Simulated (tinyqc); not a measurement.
Inside a calculation. Method: Pariser-Parr-Pople SCF with singles CI, for the molecule C=C(C=N)C=CCl (SMILES; centres numbered as the heavy atoms are written). Computed by tinyqc, a small Python program that keeps every step. Settings: charge = 0, gamma = Ohno, start = huckel, damping = 0, iteration cap = 60, excitations kept = 4. Command: `OMP_NUM_THREADS=1 python tinyqc.py 30201 30202 out.jsonl` (the two numbers bound the seeds that draw the settings). One thread of a shared host (Intel(R) Xeon(R) Processor @ 2.60GHz), about 0.03 s of CPU time with the checks. Later iterations appear only in the table of the cycle.

## PPP integrals

Centres (angstrom, eV; a flat drawing with bonds scaled to 1.40 angstrom):
```
centre          x          y  core charge z          W   gamma_rr
1C       2.071000   1.261000              1  11.160000  11.130000
2C       0.992000   0.370000              1  11.160000  11.130000
3C       1.224000  -1.011000              1  11.160000  11.130000
4N       0.145000  -1.902000              1  14.100000  12.300000
5C      -0.320000   0.859000              1  11.160000  11.130000
6C      -1.400000  -0.033000              1  11.160000  11.130000
7Cl     -2.711000   0.456000              2  26.000000  13.000000
```

Resonance integrals (eV):
```
i  j       beta
1  2  -2.390000
2  3  -2.390000
3  4  -2.510000
2  5  -2.390000
5  6  -2.390000
6  7  -1.590000
```

Ohno: gamma = 14.399645/sqrt(R^2 + a^2), a = 2 x 14.399645/(gamma_rr + gamma_ss); H_rr = -W_r - sum_(s != r) z_s gamma_rs; H_rs = beta for bonds.

repulsion gamma_rs (eV):
```
            1C         2C         3C         4N         5C         6C        7Cl
1C   11.130000   7.555815   5.239447   3.690411   5.239762   3.669832   2.883391
2C    7.555815  11.130000   7.552838   5.296911   7.553379   5.237824   3.700246
3C    5.239447   7.552838  11.130000   7.731289   5.238946   4.668007   3.298235
4N    3.690411   5.296911   7.731289  12.300000   4.709140   5.296627   3.716405
5C    5.239762   7.553379   5.238946   4.709140  11.130000   7.551718   5.328181
6C    3.669832   5.237824   4.668007   5.296627   7.551718  11.130000   7.829714
7Cl   2.883391   3.700246   3.298235   3.716405   5.328181   7.829714  13.000000
```

core matrix H (eV):
```
             1C          2C          3C          4N          5C          6C         7Cl
1C   -42.322048   -2.390000    0.000000    0.000000    0.000000    0.000000    0.000000
2C    -2.390000  -51.757259   -2.390000    0.000000   -2.390000    0.000000    0.000000
3C     0.000000   -2.390000  -48.186997   -2.510000    0.000000    0.000000    0.000000
4N     0.000000    0.000000   -2.510000  -48.257188    0.000000    0.000000    0.000000
5C     0.000000   -2.390000    0.000000    0.000000  -52.109306   -2.390000    0.000000
6C     0.000000    0.000000    0.000000    0.000000   -2.390000  -53.243435   -1.590000
7Cl    0.000000    0.000000    0.000000    0.000000    0.000000   -1.590000  -52.756172
```

## Starting guess

pi electrons, sum of z_r less the charge = 8

Orbitals of the Hueckel matrix of the beta values.

P at the start:
```
            1C         2C         3C         4N         5C         6C        7Cl
1C    1.234772   0.757370   0.000000  -0.345956  -0.234772  -0.268203   0.352897
2C    0.757370   1.000000   0.394044   0.000000   0.489167   0.000000  -0.178428
3C    0.000000   0.394044   1.000000   0.916466   0.000000  -0.069425   0.000000
4N   -0.345956   0.000000   0.916466   1.000000  -0.156682   0.000000   0.125919
5C   -0.234772   0.489167   0.000000  -0.156682   1.234772   0.708092  -0.352897
6C   -0.268203   0.000000  -0.069425   0.000000   0.708092   1.000000   0.649502
7Cl   0.352897  -0.178428   0.000000   0.125919  -0.352897   0.649502   1.530455
```

## Iteration 1: Fock matrix

F_rr = H_rr + P_rr gamma_rr / 2 + sum_(s != r) P_ss gamma_rs; F_rs = H_rs - P_rs gamma_rs / 2; E = tr P (H + F) / 2 + core repulsion sum_(r<s) z_r z_s gamma_rs.

F (eV):
```
            1C         2C         3C         4N         5C         6C         7Cl
1C   -4.412221  -5.251273   0.000000   0.638360   0.615076   0.492130   -0.508770
2C   -5.251273  -3.785209  -3.878074   0.000000  -4.237430   0.000000    0.330114
3C    0.000000  -3.878074  -4.683631  -6.052731   0.000000   0.162039    0.000000
4N    0.638360   0.000000  -6.052731  -7.723036   0.368918   0.000000   -0.233983
5C    0.615076  -4.237430   0.000000   0.368918  -5.560160  -5.063656    0.940149
6C    0.492130   0.000000   0.162039   0.000000  -5.063656  -6.636891   -4.132707
7Cl  -0.508770   0.330114   0.000000  -0.233983   0.940149  -4.132707  -14.124191
```

pi energy = -117.535951 eV

## Iteration 1: orbitals and new P

Diagonalise F (the basis is taken as orthonormal) and form P = 2 sum c c over the lowest orbitals.

orbital energies (eV): -16.152846  -13.533278  -11.585442  -8.726975  -1.393999  0.194885  4.272314

P after iteration 1:
```
            1C         2C         3C         4N         5C         6C        7Cl
1C    1.002491   0.836976   0.121110  -0.331085  -0.064394  -0.363023   0.198110
2C    0.836976   0.976059   0.361707  -0.037565   0.404527   0.003839  -0.054755
3C    0.121110   0.361707   0.800903   0.900243   0.033246  -0.057567   0.001873
4N   -0.331085  -0.037565   0.900243   1.262424  -0.093942   0.004431   0.028673
5C   -0.064394   0.404527   0.033246  -0.093942   1.070028   0.852879  -0.299956
6C   -0.363023   0.003839  -0.057567   0.004431   0.852879   1.033341   0.369258
7Cl   0.198110  -0.054755   0.001873   0.028673  -0.299956   0.369258   1.854754
```

## Iteration 2: Fock matrix

As before.

F (eV):
```
            1C         2C         3C         4N         5C         6C         7Cl
1C   -5.766252  -5.552018  -0.317276   0.610921   0.168704   0.666117   -0.285614
2C   -5.552018  -5.656984  -3.755957   0.099488  -3.917773  -0.010054    0.101303
3C   -0.317276  -3.755957  -4.798416  -5.990021  -0.087087   0.134362   -0.003089
4N    0.610921   0.099488  -5.990021  -8.026415   0.221193  -0.011734   -0.053281
5C    0.168704  -3.917773  -0.087087   0.221193  -5.702459  -5.610352    0.799110
6C    0.666117  -0.010054   0.134362  -0.011734  -5.610352  -5.673541   -3.035590
7Cl  -0.285614   0.101303  -0.003089  -0.053281   0.799110  -3.035590  -13.072725
```

pi energy = -119.980952 eV

## Iteration 2: orbitals and new P

As before.

orbital energies (eV): -14.760907  -14.042246  -11.944313  -9.792583  -1.581430  0.382003  3.042682

P after iteration 2:
```
            1C         2C         3C         4N         5C         6C        7Cl
1C    0.988666   0.863596   0.118421  -0.312534  -0.071355  -0.345054   0.134975
2C    0.863596   0.996139   0.339434  -0.033685   0.368939   0.018073  -0.037336
3C    0.118421   0.339434   0.774000   0.903628   0.019995  -0.051955   0.006560
4N   -0.312534  -0.033685   0.903628   1.281239  -0.073156   0.001923   0.013925
5C   -0.071355   0.368939   0.019995  -0.073156   1.077696   0.887544  -0.243454
6C   -0.345054   0.018073  -0.051955   0.001923   0.887544   0.970346   0.298822
7Cl   0.134975  -0.037336   0.006560   0.013925  -0.243454   0.298822   1.911914
```

## Iteration 3: Fock matrix

As before.

F (eV):
```
            1C         2C         3C         4N         5C         6C         7Cl
1C   -5.789178  -5.652586  -0.310231   0.576689   0.186941   0.633146   -0.194594
2C   -5.652586  -5.813763  -3.671845   0.089213  -3.783370  -0.047331    0.069075
3C   -0.310231  -3.671845  -4.788803  -6.003103  -0.052377   0.121263   -0.010818
4N    0.576689   0.089213  -6.003103  -8.148477   0.172251  -0.005094   -0.025875
5C    0.186941  -3.783370  -0.052377   0.172251  -5.804058  -5.741241    0.648583
6C    0.633146  -0.047331   0.121263  -0.005094  -5.741241  -5.490142   -2.759844
7Cl  -0.194594   0.069075  -0.010818  -0.025875   0.648583  -2.759844  -13.137932
```

pi energy = -120.193481 eV

## Iteration 3: orbitals and new P

As before.

orbital energies (eV): -14.760936  -14.004757  -12.024905  -9.932616  -1.568180  0.367669  2.951373

P after iteration 3:
```
            1C         2C         3C         4N         5C         6C        7Cl
1C    0.980098   0.874948   0.117674  -0.304107  -0.073489  -0.331697   0.110989
2C    0.874948   1.005349   0.329935  -0.033550   0.350793   0.021440  -0.030662
3C    0.117674   0.329935   0.763189   0.904641   0.014534  -0.050611   0.008297
4N   -0.304107  -0.033550   0.904641   1.289663  -0.063491   0.002138   0.008836
5C   -0.073489   0.350793   0.014534  -0.063491   1.084036   0.901448  -0.218244
6C   -0.331697   0.021440  -0.050611   0.002138   0.901448   0.946264   0.267310
7Cl   0.110989  -0.030662   0.008297   0.008836  -0.218244   0.267310   1.931402
```

## Convergence

Stop when output and input P, before any damping, agree to 1e-7.

Course of the cycle:
```
iteration         E (eV)  largest |P(out) - P(in)|
1          -117.53595073                  3.24e-01
2          -119.98095163                  7.04e-02
3          -120.19348103                  3.15e-02
4          -120.23255950                  1.44e-02
5          -120.24022416                  6.56e-03
6          -120.24177817                  3.01e-03
7          -120.24210059                  1.38e-03
8          -120.24216879                  6.36e-04
9          -120.24218347                  2.94e-04
10         -120.24218669                  1.36e-04
11         -120.24218740                  6.33e-05
12         -120.24218756                  2.95e-05
13         -120.24218760                  1.38e-05
14         -120.24218761                  6.46e-06
15         -120.24218761                  3.10e-06
16         -120.24218761                  1.51e-06
17         -120.24218761                  7.36e-07
18         -120.24218761                  3.60e-07
19         -120.24218761                  1.76e-07
20         -120.24218761                  8.59e-08
```

Converged in 20 iterations.

## Converged orbitals

Charges are z - P_rr.

orbital energies (eV): -14.744372  -13.947334  -12.058048  -10.032240  -1.556355  0.377274  2.892219

coefficients:
```
          MO1        MO2        MO3        MO4        MO5        MO6        MO7
1C   0.286294  -0.199059  -0.264162   0.542569   0.619859   0.090181  -0.349128
2C   0.493194  -0.289107  -0.291618   0.306642  -0.364151  -0.116192   0.589915
3C   0.363900  -0.336312   0.362849  -0.030457  -0.409529   0.524327  -0.423380
4N   0.297246  -0.327037   0.625561  -0.247083   0.413310  -0.370012   0.211144
5C   0.391237   0.007155  -0.411776  -0.470519  -0.129710  -0.479739  -0.457122
6C   0.340287   0.248072  -0.222344  -0.488999   0.346008   0.566107   0.306445
7Cl  0.430297   0.771455   0.321241   0.298502  -0.089907  -0.126143  -0.058376
```

pi charges: 1C 0.028498, 2C -0.011787, 3C 0.243768, 4N -0.295370, 5C -0.088130, 6C 0.068215, 7Cl 0.054806

## Singles CI, singlets

Over the 4 single excitations with the smallest orbital gaps: A = (e_a - e_i) delta + 2 (ia|jb) - (ij|ab), with (pq|rs) = sum c_mp c_mq gamma_mn c_nr c_ns. f = 2/3 w |mu|^2 in atomic units, mu = sqrt2 sum c_ia sum_m c_mi c_ma R_m.

singlet CI matrix (eV):
```
           4>5        4>6        3>5        2>5
4>5   4.508265   0.140249  -0.264681   0.307013
4>6   0.140249   5.273357  -0.308114  -0.033508
3>5  -0.264681  -0.308114   5.586340   0.300638
2>5   0.307013  -0.033508   0.300638   8.009313
```

singlet excitation energies (eV): 4.403717  5.080318  5.824910  8.068330

oscillator strengths: 0.618780  0.095499  0.739186  0.016251

## Singles CI, triplets

Over the 4 single excitations with the smallest orbital gaps: A = (e_a - e_i) delta - (ij|ab), with (pq|rs) = sum c_mp c_mq gamma_mn c_nr c_ns.

triplet CI matrix (eV):
```
           4>5        4>6        3>5       2>5
4>5   2.325948  -0.628218   0.667788  0.628411
4>6  -0.628218   4.134638  -0.681844  0.118110
3>5   0.667788  -0.681844   4.354220  0.454998
2>5   0.628411   0.118110   0.454998  7.380213
```

triplet excitation energies (eV): 1.982151  3.519406  5.143052  7.550409
